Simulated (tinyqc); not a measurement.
# Metal gate on a two-layer dielectric stack with fixed charge and a dipole: two studies

Gate, layer 2, layer 1, p-type semiconductor; x runs from the gate inwards. Charges are counted in units of +q. psi is the band bending at the surface, positive towards inversion. Classical charge, Boltzmann statistics, no interface traps.

Parameters, values chosen for the exercise; band and dielectric values close to those of 4H silicon carbide, layer 1 close to silicon dioxide, layer 2 close to zirconium oxide: temperature T = 350 K; band gap Eg = 3.23 eV; relative permittivity eps_r = 9.54; conduction-band density of states at T Nc = 2.13e19 cm^-3; valence-band density of states at T Nv = 3.11e19 cm^-3; electron affinity chi = 3.55 eV; acceptor density Na = 1.8e16 cm^-3; work function of the gate metal pM = 4.44 eV; thickness of layer 1, next to the semiconductor t1 = 0.8 nm; relative permittivity of layer 1 e1 = 3.92; thickness of layer 2, next to the gate t2 = 1.9 nm; relative permittivity of layer 2 e2 = 25.2; fixed charge at the semiconductor interface Q1 = 4.5e11 cm^-2; fixed charge between the layers Q2 = 4.3e11 cm^-2; uniform charge density in layer 1 r1 = 0 cm^-3; uniform charge density in layer 2 r2 = 0 cm^-3; flat-band shift by a dipole layer between the layers Vd = 0 V.

Constants: q = 1.602176634e-19 C, kB = 1.380649e-23 J/K, Vt = kB T/q, eps0 = 8.8541878128e-14 F/cm where lengths are in cm. Results are converted to the units shown.

Each table varies one quantity; the others keep the values above.

## Threshold against doping

EOT = 3.9 (t1/e1 + t2/e2), Cox = eps0/(t1/e1 + t2/e2); phi_ms = pM - (chi + Eg - Vt ln(Nv/Na)). Vfb = phi_ms + Vd - (q/eps0) [Q1 (t1/e1 + t2/e2) + Q2 t2/e2 + r1 (t1^2/(2 e1) + t1 t2/e2) + r2 t2^2/(2 e2)]: each charge counts with its electrical distance from the gate. ni = sqrt(Nc Nv) exp(-Eg/(2 Vt)), Eg in volts, pB = Vt ln(Na/ni), Vth = Vfb + 2 pB + sqrt(4 q eps0 eps_r Na pB)/Cox.

Threshold against doping:
```
Na (cm^-3)  phi_ms (V)  2 pB (V)  Qd/Cox (V)  Vth (V)
1e15            -2.028     2.617    0.008401   0.5692
2.7e15          -2.058     2.677     0.01396   0.6047
7e15            -2.087     2.735     0.02272   0.6422
1.8e16          -2.115     2.792     0.03681   0.6848
4.8e16          -2.145     2.851     0.06075   0.7383
1.2e17          -2.172     2.906     0.09698   0.8022
3.2e17          -2.202     2.965      0.1600   0.8947
8.5e17          -2.231     3.024      0.2633    1.028
2.2e18          -2.260     3.082      0.4276    1.220
```

Read the table: what changes, and by how much?

Vth rises from 0.569 to 1.22 V. Of the change, phi_ms + 2 pB gives 232 mV (Vt ln 10 a decade) and the depletion charge 419 mV, growing as Na^(0.51).

## Flat band against the thickness t1

Same model as above.

Result of one run:
```
t1 (nm)  EOT (nm)  Vfb (V)  Vth (V)
0.5        0.7915   -2.138   0.6809
```

What becomes of these results when the thickness of layer 1, next to the semiconductor t1 is changed from 0.5 to 2.1 nm, all else the same?

Result of the changed run:
```
t1 (nm)  EOT (nm)  Vfb (V)  Vth (V)
2.1         2.383   -2.171   0.7014
```

The whole series:
```
t1 (nm)  EOT (nm)  Vfb (V)  Vth (V)
0.5        0.7915   -2.138   0.6809
1.3         1.587   -2.154   0.6912
2.1         2.383   -2.171   0.7014
2.9         3.179   -2.187   0.7117
3.6         3.876   -2.202   0.7207
4.4         4.672   -2.219   0.7310
5.2         5.468   -2.235   0.7412
6           6.263   -2.252   0.7515
```

Vfb falls from -2.14 to -2.25 V and Vth rises from 0.681 to 0.751 V. The slope dVfb/dEOT is -20.9 mV/nm between the first two rows and -20.9 between the last two: a straight line, set by the charge below the growing layer, which reads as 4.50e11 cm^-2. A line through the end rows meets EOT = 0 at -2.12 V, against phi_ms + Vd = -2.12 V; an effective work function read from it is off by -5.87 mV from pM.

Numbers from tinyqc (`OMP_NUM_THREADS=1 python tinyqc.py 2010032 2010033 out.jsonl`; about 0.01 s on one thread of a shared Intel Xeon 2.30GHz).
